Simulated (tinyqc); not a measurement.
Worked calculation: RHF in the 6-31g basis, for H3+, spin multiplicity 1. Computed by tinyqc, a small Python program that keeps every step (integrals from PySCF). Settings: charge = 1, multiplicity = 1, basis = 6-31g, energy threshold = 1e-10, iteration cap = 86, orthogonalisation = symmetric, start = core, DIIS depth = 3, DIIS from iteration = 2, method = RHF. Command: `OMP_NUM_THREADS=1 python tinyqc.py 20320 20321 out.jsonl` (the two numbers bound the seeds that draw the settings). One thread of a shared host (Intel(R) Xeon(R) Processor @ 2.60GHz), about 0.04 s of CPU time with the checks. Later iterations appear only in the table of the cycle.

## One-electron integrals

Geometry (angstrom):
```
atom         x         y         z
H     0.000000  0.000000  0.000000
H     0.000000  0.000000  1.361000
H     0.000000  1.178000  0.680000
```

Basis 6-31g: exponents (1/bohr^2) and contraction coefficients of normalised primitives:
```
element  l (shell)   exponent  coefficient
H            s (1)  18.731137     0.033495
H            s (1)   2.825394     0.234727
H            s (1)   0.640122     0.813757
H            s (2)   0.161278     1.000000
```

Overlap, kinetic and nuclear-attraction integrals over the contracted functions; the nuclear repulsion is the sum of Za Zb / Rab.

nuclear repulsion = 1.16677196 hartree

overlap S, lower triangle:
```
          1H 1s     1H 2s     2H 1s     2H 2s     3H 1s     3H 2s
1H 1s  1.000000
1H 2s  0.658292  1.000000
2H 1s  0.088187  0.276135  1.000000
2H 2s  0.276135  0.586603  0.658292  1.000000
3H 1s  0.088427  0.276424  0.088281  0.276248  1.000000
3H 2s  0.276424  0.586981  0.276248  0.586751  0.658292  1.000000
```

kinetic energy T (hartree), lower triangle:
```
           1H 1s     1H 2s      2H 1s     2H 2s     3H 1s     3H 2s
1H 1s   1.395678
1H 2s   0.259735  0.241917
2H 1s  -0.049080  0.045623   1.395678
2H 2s   0.045623  0.091446   0.259735  0.241917
3H 1s  -0.049067  0.045747  -0.049075  0.045672  1.395678
3H 2s   0.045747  0.091565   0.045672  0.091493  0.259735  0.241917
```

nuclear attraction V (hartree), lower triangle:
```
           1H 1s      1H 2s      2H 1s      2H 2s      3H 1s      3H 2s
1H 1s  -2.431076
1H 2s  -1.253858  -1.388448
2H 1s  -0.177126  -0.536545  -2.430933
2H 2s  -0.536576  -0.881174  -1.253765  -1.388338
3H 1s  -0.177657  -0.537179  -0.177334  -0.536824  -2.431168
3H 2s  -0.537160  -0.881759  -0.536774  -0.881403  -1.253918  -1.388518
```

core Hamiltonian H = T + V (hartree), lower triangle:
```
           1H 1s      1H 2s      2H 1s      2H 2s      3H 1s      3H 2s
1H 1s  -1.035397
1H 2s  -0.994123  -1.146531
2H 1s  -0.226207  -0.490922  -1.035255
2H 2s  -0.490953  -0.789728  -0.994030  -1.146421
3H 1s  -0.226724  -0.491432  -0.226409  -0.491152  -1.035489
3H 2s  -0.491413  -0.790193  -0.491102  -0.789910  -0.994183  -1.146601
```

## Two-electron integrals

Functions are numbered as in S; the eight-fold symmetry (ij|kl) = (ji|kl) = (kl|ij) leaves the list below.

Two-electron integrals (ij|kl) in chemists' order, unique and non-zero (hartree):
```
(11|11) 1.076566   (21|11) 0.578470   (21|21) 0.329423   (22|11) 0.587396
(22|21) 0.361304   (22|22) 0.453150   (31|11) 0.061291   (31|21) 0.036985
(31|22) 0.044267   (31|31) 0.007029   (32|11) 0.128294   (32|21) 0.082235
(32|22) 0.111828   (32|31) 0.017766   (32|32) 0.057091   (33|11) 0.388134
(33|21) 0.254105   (33|22) 0.365931   (33|31) 0.061291   (33|32) 0.230897
(33|33) 1.076566   (41|11) 0.230897   (41|21) 0.132993   (41|22) 0.148524
(41|31) 0.017766   (41|32) 0.040680   (41|33) 0.128294   (41|41) 0.057091
(42|11) 0.299215   (42|21) 0.187177   (42|22) 0.243964   (42|31) 0.029640
(42|32) 0.084187   (42|33) 0.299215   (42|41) 0.084187   (42|42) 0.155930
(43|11) 0.254105   (43|21) 0.165537   (43|22) 0.236107   (43|31) 0.036985
(43|32) 0.132993   (43|33) 0.578470   (43|41) 0.082235   (43|42) 0.187177
(43|43) 0.329423   (44|11) 0.365931   (44|21) 0.236107   (44|22) 0.332787
(44|31) 0.044267   (44|32) 0.148524   (44|33) 0.587396   (44|41) 0.111828
(44|42) 0.243964   (44|43) 0.361304   (44|44) 0.453150   (51|11) 0.061480
(51|21) 0.037096   (51|22) 0.044394   (51|31) 0.005176   (51|32) 0.012421
(51|33) 0.039158   (51|41) 0.016299   (51|42) 0.025983   (51|43) 0.025391
(51|44) 0.035279   (51|51) 0.007067   (52|11) 0.128493   (52|21) 0.082359
(52|22) 0.111980   (52|31) 0.012405   (52|32) 0.034428   (52|33) 0.115046
(52|41) 0.036912   (52|42) 0.069972   (52|43) 0.074532   (52|44) 0.104391
(52|51) 0.017836   (52|52) 0.057212   (53|11) 0.039106   (53|21) 0.025357
(53|22) 0.035228   (53|31) 0.005168   (53|32) 0.016272   (53|33) 0.061365
(53|41) 0.012404   (53|42) 0.025942   (53|43) 0.037028   (53|44) 0.044317
(53|51) 0.005181   (53|52) 0.016286   (53|53) 0.007044   (54|11) 0.115016
(54|21) 0.074511   (54|22) 0.104351   (54|31) 0.012398   (54|32) 0.036882
(54|33) 0.128372   (54|41) 0.034416   (54|42) 0.069931   (54|43) 0.082283
(54|44) 0.111887   (54|51) 0.016305   (54|52) 0.055461   (54|53) 0.017794
(54|54) 0.057139   (55|11) 0.388364   (55|21) 0.254250   (55|22) 0.366093
(55|31) 0.039073   (55|32) 0.114951   (55|33) 0.388224   (55|41) 0.114979
(55|42) 0.236682   (55|43) 0.254162   (55|44) 0.365994   (55|51) 0.061480
(55|52) 0.231152   (55|53) 0.061365   (55|54) 0.230997   (55|55) 1.076566
(61|11) 0.231152   (61|21) 0.133138   (61|22) 0.148684   (61|31) 0.016268
(61|32) 0.036895   (61|33) 0.115028   (61|41) 0.055438   (61|42) 0.080583
(61|43) 0.074521   (61|44) 0.104380   (61|51) 0.017836   (61|52) 0.040779
(61|53) 0.012416   (61|54) 0.036924   (61|55) 0.128493   (61|61) 0.057212
(62|11) 0.299455   (62|21) 0.187324   (62|22) 0.244146   (62|31) 0.025929
(62|32) 0.069930   (62|33) 0.236746   (62|41) 0.080560   (62|42) 0.143208
(62|43) 0.151594   (62|44) 0.209276   (62|51) 0.029740   (62|52) 0.084335
(62|53) 0.025955   (62|54) 0.080590   (62|55) 0.299455   (62|61) 0.084335
(62|62) 0.156132   (63|11) 0.114970   (63|21) 0.074483   (63|22) 0.104322
(63|31) 0.016259   (63|32) 0.055404   (63|33) 0.230997   (63|41) 0.036876
(63|42) 0.080535   (63|43) 0.133050   (63|44) 0.148587   (63|51) 0.012426
(63|52) 0.036914   (63|53) 0.017794   (63|54) 0.040719   (63|55) 0.128372
(63|61) 0.034436   (63|62) 0.069956   (63|63) 0.057139   (64|11) 0.236707
(64|21) 0.151566   (64|22) 0.209227   (64|31) 0.025921   (64|32) 0.080526
(64|33) 0.299309   (64|41) 0.069914   (64|42) 0.143161   (64|43) 0.187234
(64|44) 0.244036   (64|51) 0.025988   (64|52) 0.080604   (64|53) 0.029679
(64|54) 0.084245   (64|55) 0.299309   (64|61) 0.069982   (64|62) 0.143239
(64|63) 0.084245   (64|64) 0.156009   (65|11) 0.254250   (65|21) 0.165626
(65|22) 0.236204   (65|31) 0.025335   (65|32) 0.074469   (65|33) 0.254162
(65|41) 0.074486   (65|42) 0.151548   (65|43) 0.165572   (65|44) 0.236145
(65|51) 0.037096   (65|52) 0.133138   (65|53) 0.037028   (65|54) 0.133050
(65|55) 0.578470   (65|61) 0.082359   (65|62) 0.187324   (65|63) 0.082283
(65|64) 0.187234   (65|65) 0.329423   (66|11) 0.366093   (66|21) 0.236204
(66|22) 0.332894   (66|31) 0.035196   (66|32) 0.104297   (66|33) 0.365994
(66|41) 0.104314   (66|42) 0.209195   (66|43) 0.236145   (66|44) 0.332829
(66|51) 0.044394   (66|52) 0.148684   (66|53) 0.044317   (66|54) 0.148587
(66|55) 0.587396   (66|61) 0.111980   (66|62) 0.244146   (66|63) 0.111887
(66|64) 0.244036   (66|65) 0.361304   (66|66) 0.453150
```

## Orthogonalisation

S = U s U^T; symmetric (Loewdin) form X = U s^(-1/2) U^T, so that X^T S X = 1.

eigenvalues of S: 0.206263  0.206384  0.365653  1.118301  1.118898  2.984501

X, lower triangle:
```
           1H 1s      1H 2s      2H 1s      2H 2s      3H 1s     3H 2s
1H 1s   1.260538
1H 2s  -0.516311   1.581711
2H 1s   0.030195   0.009671   1.260535
2H 2s   0.009697  -0.334751  -0.516289   1.581465
3H 1s   0.030152   0.009654   0.030178   0.009690   1.260540
3H 2s   0.009637  -0.335276   0.009648  -0.334956  -0.516324  1.581870
```

## Starting guess

The start is the orbitals of the core Hamiltonian; D = 2 C_occ C_occ^T.

D at the start, lower triangle:
```
          1H 1s     1H 2s     2H 1s     2H 2s     3H 1s     3H 2s
1H 1s  0.166588
1H 2s  0.118607  0.084445
2H 1s  0.166464  0.118518  0.166340
2H 2s  0.118528  0.084389  0.118439  0.084332
3H 1s  0.166668  0.118664  0.166544  0.118585  0.166748
3H 2s  0.118658  0.084481  0.118569  0.084425  0.118715  0.084517
```

## Iteration 1: building the Fock matrix

J_ij = sum D_kl (ij|kl), K_ij = sum D_kl (ik|jl); F = H + J - 0.5 K; E = tr D H + tr D J / 2 - 0.25 tr D K + E_nn.

Coulomb J (hartree), lower triangle:
```
          1H 1s     1H 2s     2H 1s     2H 2s     3H 1s     3H 2s
1H 1s  1.097876
1H 2s  0.667549  0.844040
2H 1s  0.102487  0.295507  1.097397
2H 2s  0.295585  0.535843  0.667301  0.843836
3H 1s  0.102795  0.295958  0.102608  0.295761  1.098184
3H 2s  0.295908  0.536254  0.295634  0.536004  0.667709  0.844171
```

exchange K (hartree), lower triangle:
```
          1H 1s     1H 2s     2H 1s     2H 2s     3H 1s     3H 2s
1H 1s  0.596634
1H 2s  0.549541  0.612193
2H 1s  0.301496  0.426856  0.595938
2H 2s  0.427030  0.550092  0.549016  0.611790
3H 1s  0.301956  0.427459  0.301676  0.427266  0.597082
3H 2s  0.427347  0.550469  0.426980  0.550239  0.549879  0.612452
```

Fock matrix F (hartree), lower triangle:
```
           1H 1s      1H 2s      2H 1s      2H 2s      3H 1s      3H 2s
1H 1s  -0.235838
1H 2s  -0.601344  -0.608587
2H 1s  -0.274468  -0.408843  -0.235827
2H 2s  -0.408883  -0.528931  -0.601237  -0.608480
3H 1s  -0.274907  -0.409204  -0.274640  -0.409024  -0.235846
3H 2s  -0.409178  -0.529174  -0.408958  -0.529026  -0.601414  -0.608656
```

total energy of this density = -1.16568576 hartree

## Iteration 1: diagonalisation and new density

Diagonalise F' = X^T F X, C = X C', fill 1 alpha and 1 beta electrons from the bottom; D = 2 C_occ C_occ^T. Each column has its largest component positive (the first on a tie).

F' = X^T F X (hartree), lower triangle:
```
           1          2          3          4          5          6
1   0.217775
2  -0.564212  -0.026782
3  -0.067788  -0.112471   0.217683
4  -0.112464  -0.133097  -0.564124  -0.026850
5  -0.068100  -0.112578  -0.067910  -0.112506   0.217835
6  -0.112583  -0.133153  -0.112518  -0.133119  -0.564268  -0.026739
```

orbital energies (hartree): MO1 -0.916769, MO2 -0.264637, MO3 -0.264330, MO4 0.656375, MO5 0.656650, MO6 0.705632

coefficients C:
```
            MO1        MO2        MO3        MO4        MO5        MO6
1H 1s  0.247747  -0.202163  -0.229042   0.692760   0.787461   0.776416
1H 2s  0.235070  -0.619612  -0.703010  -0.875490  -0.994360  -0.551732
2H 1s  0.247661   0.299545  -0.060497  -1.029144   0.208040   0.774837
2H 2s  0.235011   0.918200  -0.185712   1.299334  -0.262444  -0.549611
3H 1s  0.247802  -0.097343   0.289513   0.333563  -0.993569   0.777442
3H 2s  0.235109  -0.298323   0.888542  -0.421813   1.255413  -0.553109
```

D after iteration 1, lower triangle:
```
          1H 1s     1H 2s     2H 1s     2H 2s     3H 1s     3H 2s
1H 1s  0.122757
1H 2s  0.116476  0.110516
2H 1s  0.122714  0.116435  0.122672
2H 2s  0.116446  0.110488  0.116406  0.110460
3H 1s  0.122784  0.116502  0.122742  0.116472  0.122811
3H 2s  0.116495  0.110534  0.116454  0.110506  0.116521  0.110552
```

## Iteration 2: building the Fock matrix

As before.

Coulomb J (hartree), lower triangle:
```
          1H 1s     1H 2s     2H 1s     2H 2s     3H 1s     3H 2s
1H 1s  1.071829
1H 2s  0.655127  0.834289
2H 1s  0.100550  0.290107  1.071563
2H 2s  0.290151  0.529154  0.654984  0.834163
3H 1s  0.100839  0.290488  0.100663  0.290300  1.072000
3H 2s  0.290459  0.529522  0.290227  0.529298  0.655219  0.834369
```

exchange K (hartree), lower triangle:
```
          1H 1s     1H 2s     2H 1s     2H 2s     3H 1s     3H 2s
1H 1s  0.560928
1H 2s  0.537684  0.622803
2H 1s  0.288513  0.419942  0.560573
2H 2s  0.420031  0.559996  0.537390  0.622546
3H 1s  0.288835  0.420335  0.288639  0.420184  0.561157
3H 2s  0.420278  0.560275  0.420039  0.560105  0.537874  0.622969
```

Fock matrix F (hartree), lower triangle:
```
           1H 1s      1H 2s      2H 1s      2H 2s      3H 1s      3H 2s
1H 1s  -0.244033
1H 2s  -0.607839  -0.623644
2H 1s  -0.269913  -0.410786  -0.243978
2H 2s  -0.410817  -0.540572  -0.607741  -0.623531
3H 1s  -0.270302  -0.411112  -0.270065  -0.410944  -0.244068
3H 2s  -0.411092  -0.540808  -0.410894  -0.540665  -0.607901  -0.623716
```

total energy of this density = -1.17632163 hartree

## Iteration 2: diagonalisation and new density

As before.

F' = X^T F X (hartree), lower triangle:
```
           1          2          3          4          5          6
1   0.210129
2  -0.563856  -0.038784
3  -0.061086  -0.111800   0.210115
4  -0.111790  -0.138222  -0.563810  -0.038816
5  -0.061356  -0.111882  -0.061192  -0.111822   0.210137
6  -0.111889  -0.138276  -0.111839  -0.138243  -0.563886  -0.038763
```

orbital energies (hartree): MO1 -0.926681, MO2 -0.274836, MO3 -0.274588, MO4 0.645424, MO5 0.645596, MO6 0.699105

coefficients C:
```
            MO1        MO2        MO3        MO4        MO5        MO6
1H 1s  0.241032  -0.204988  -0.232230   0.692942   0.785809   0.778350
1H 2s  0.239824  -0.616127  -0.698897  -0.878761  -0.996661  -0.549458
2H 1s  0.240953   0.303684  -0.061366  -1.027008   0.207335   0.778288
2H 2s  0.239773   0.912933  -0.184714   1.302362  -0.262959  -0.549248
3H 1s  0.241083  -0.098673   0.293581   0.333910  -0.993037   0.778391
3H 2s  0.239856  -0.296545   0.883433  -0.423461   1.259523  -0.549595
```

D after iteration 2, lower triangle:
```
          1H 1s     1H 2s     2H 1s     2H 2s     3H 1s     3H 2s
1H 1s  0.116193
1H 2s  0.115610  0.115031
2H 1s  0.116155  0.115573  0.116117
2H 2s  0.115586  0.115007  0.115548  0.114982
3H 1s  0.116217  0.115635  0.116179  0.115610  0.116242
3H 2s  0.115626  0.115047  0.115588  0.115022  0.115650  0.115062
```

## Iteration 3: building the Fock matrix

As before.

Coulomb J (hartree), lower triangle:
```
          1H 1s     1H 2s     2H 1s     2H 2s     3H 1s     3H 2s
1H 1s  1.067525
1H 2s  0.653059  0.832650
2H 1s  0.100224  0.289200  1.067273
2H 2s  0.289242  0.528026  0.652924  0.832531
3H 1s  0.100511  0.289576  0.100337  0.289389  1.067687
3H 2s  0.289549  0.528391  0.289320  0.528169  0.653146  0.832727
```

exchange K (hartree), lower triangle:
```
          1H 1s     1H 2s     2H 1s     2H 2s     3H 1s     3H 2s
1H 1s  0.554952
1H 2s  0.535482  0.624242
2H 1s  0.286269  0.418580  0.554619
2H 2s  0.418663  0.561338  0.535203  0.623996
3H 1s  0.286580  0.418957  0.286391  0.418811  0.555166
3H 2s  0.418904  0.561609  0.418674  0.561444  0.535662  0.624401
```

Fock matrix F (hartree), lower triangle:
```
           1H 1s      1H 2s      2H 1s      2H 2s      3H 1s      3H 2s
1H 1s  -0.245349
1H 2s  -0.608805  -0.626002
2H 1s  -0.269117  -0.411011  -0.245291
2H 2s  -0.411042  -0.542372  -0.608708  -0.625889
3H 1s  -0.269503  -0.411335  -0.269268  -0.411168  -0.245386
3H 2s  -0.411316  -0.542607  -0.411119  -0.542464  -0.608867  -0.626074
```

total energy of this density = -1.17660363 hartree

## Iteration 3: DIIS over 2 matrices

error matrix X^T (FDS - SDF) X:
```
           1          2          3         4          5          6
1   0.000000   0.001521   0.000000  0.001521   0.000000   0.001521
2  -0.001521   0.000000  -0.001521  0.000001  -0.001521   0.000000
3   0.000000   0.001521   0.000000  0.001521   0.000000   0.001520
4  -0.001521  -0.000001  -0.001521  0.000000  -0.001521  -0.000001
5   0.000000   0.001521   0.000000  0.001521   0.000000   0.001521
6  -0.001521   0.000000  -0.001520  0.000001  -0.001521   0.000000
```

B (overlaps of the stored error matrices):
```
               1              2
1  1.5773982e-03  2.5626527e-04
2  2.5626527e-04  4.1633056e-05
```

Minimise |sum c_i e_i|^2 with sum c_i = 1: solve [B -1; -1 0][c; lambda] = [0; -1] with B_ij = tr e_i^T e_j, and take F = sum c_i F_i.

DIIS coefficients: -0.193974  1.193974

extrapolated F (hartree), lower triangle:
```
           1H 1s      1H 2s      2H 1s      2H 2s      3H 1s      3H 2s
1H 1s  -0.245604
1H 2s  -0.608993  -0.626459
2H 1s  -0.268963  -0.411055  -0.245546
2H 2s  -0.411085  -0.542721  -0.608896  -0.626346
3H 1s  -0.269348  -0.411378  -0.269114  -0.411212  -0.245641
3H 2s  -0.411359  -0.542956  -0.411162  -0.542813  -0.609055  -0.626532
```

## Iteration 3: diagonalisation and new density

As before.

F' = X^T F X (hartree), lower triangle:
```
           1          2          3          4          5          6
1   0.208571
2  -0.563692  -0.041125
3  -0.059789  -0.111607   0.208565
4  -0.111597  -0.139200  -0.563649  -0.041154
5  -0.060054  -0.111687  -0.059893  -0.111629   0.208575
6  -0.111694  -0.139254  -0.111645  -0.139221  -0.563719  -0.041106
```

orbital energies (hartree): MO1 -0.928441, MO2 -0.276834, MO3 -0.276590, MO4 0.643210, MO5 0.643372, MO6 0.697608

coefficients C:
```
            MO1        MO2        MO3        MO4        MO5        MO6
1H 1s  0.239728  -0.205546  -0.232861   0.692848   0.785574   0.778739
1H 2s  0.240744  -0.615429  -0.698088  -0.879304  -0.997190  -0.549038
2H 1s  0.239649   0.304506  -0.061536  -1.026695   0.207240   0.778794
2H 2s  0.240695   0.911887  -0.184511   1.303045  -0.263075  -0.548977
3H 1s  0.239778  -0.098938   0.294382   0.333899  -0.992848   0.778704
3H 2s  0.240775  -0.296197   0.882420  -0.423747   1.260269  -0.549078
```

D after iteration 3, lower triangle:
```
          1H 1s     1H 2s     2H 1s     2H 2s     3H 1s     3H 2s
1H 1s  0.114939
1H 2s  0.115426  0.115915
2H 1s  0.114901  0.115388  0.114863
2H 2s  0.115402  0.115892  0.115365  0.115868
3H 1s  0.114963  0.115450  0.114925  0.115427  0.114987
3H 2s  0.115441  0.115930  0.115403  0.115907  0.115465  0.115945
```

## Iteration 5 (converged): orbitals

converged F (hartree), lower triangle:
```
           1H 1s      1H 2s      2H 1s      2H 2s      3H 1s      3H 2s
1H 1s  -0.245603
1H 2s  -0.608990  -0.626456
2H 1s  -0.268961  -0.411052  -0.245545
2H 2s  -0.411082  -0.542717  -0.608893  -0.626343
3H 1s  -0.269347  -0.411376  -0.269112  -0.411209  -0.245640
3H 2s  -0.411356  -0.542953  -0.411159  -0.542809  -0.609052  -0.626528
```

As before.

F' = X^T F X (hartree), lower triangle:
```
           1          2          3          4          5          6
1   0.208569
2  -0.563689  -0.041125
3  -0.059789  -0.111605   0.208563
4  -0.111595  -0.139200  -0.563647  -0.041155
5  -0.060055  -0.111686  -0.059893  -0.111627   0.208573
6  -0.111692  -0.139254  -0.111643  -0.139221  -0.563717  -0.041106
```

orbital energies (hartree): MO1 -0.928435, MO2 -0.276834, MO3 -0.276590, MO4 0.643208, MO5 0.643371, MO6 0.697601

coefficients C:
```
            MO1        MO2        MO3        MO4        MO5        MO6
1H 1s  0.239728  -0.205546  -0.232861   0.692841   0.785579   0.778740
1H 2s  0.240744  -0.615428  -0.698088  -0.879300  -0.997194  -0.549039
2H 1s  0.239649   0.304506  -0.061536  -1.026701   0.207243   0.778785
2H 2s  0.240695   0.911887  -0.184510   1.303050  -0.263078  -0.548965
3H 1s  0.239779  -0.098938   0.294382   0.333894  -0.992843   0.778712
3H 2s  0.240775  -0.296198   0.882420  -0.423744   1.260266  -0.549089
```

D after iteration 5, lower triangle:
```
          1H 1s     1H 2s     2H 1s     2H 2s     3H 1s     3H 2s
1H 1s  0.114939
1H 2s  0.115426  0.115915
2H 1s  0.114901  0.115388  0.114863
2H 2s  0.115403  0.115891  0.115365  0.115868
3H 1s  0.114963  0.115450  0.114925  0.115427  0.114988
3H 2s  0.115441  0.115930  0.115403  0.115907  0.115465  0.115945
```

## Convergence

Stop when the energy changes by less than 1e-10 hartree and every element of the error matrix X^T (F D S - S D F) X is below 3e-06.

Course of the cycle:
```
iteration  E (hartree)     change  largest element of the error matrix
1          -1.16568576          -                             5.74e-02
2          -1.17632163  -1.06e-02                             9.37e-03
3          -1.17660363  -2.82e-04                             1.52e-03
4          -1.17661127  -7.64e-06                             2.34e-07
5          -1.17661127  -9.55e-14                             1.75e-08
```

PySCF RHF in the same basis = -1.17661127 hartree

Converged in 5 iterations.

## Populations, bond orders and dipole

Mulliken: Z minus the diagonal of D S on the atom; Loewdin: the same with S^(1/2) D S^(1/2); Mayer order: 2 sum_s sum (D(s) S)_ij (D(s) S)_ji over the two atoms.

Charges (e):
```
atom  Mulliken   Loewdin
1H    0.333295  0.333296
2H    0.333617  0.333614
3H    0.333088  0.333091
```

Mayer bond orders:
```
pair     order
2-1   0.444281
3-1   0.444633
3-2   0.444419
```

dipole moment about the origin, x y z (debye): 0.000000  1.884638  3.268857
